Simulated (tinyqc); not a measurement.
From results to parameters: two-site tight-binding chain. Computed by the program tinyqc.

Problem. A two-site chain has site energies +delta (A) and -delta (B) and hoppings t1 > t2 > 0, so E = +/- sqrt(delta^2 + |t1 + t2 exp(-ika)|^2). Find delta, t1 and t2.

upper band at k = 0 = 2.879201 eV
upper band at the zone edge = 0.614003 eV
weight of the upper band on site A at the zone edge = 0.931594

Solution. The weight on A is (1 + delta/E)/2, which gives delta; then t1 + t2 = sqrt(E(0)^2 - delta^2) and t1 - t2 = sqrt(E(edge)^2 - delta^2).

delta, t1, t2 (eV): 0.530  1.570  1.260
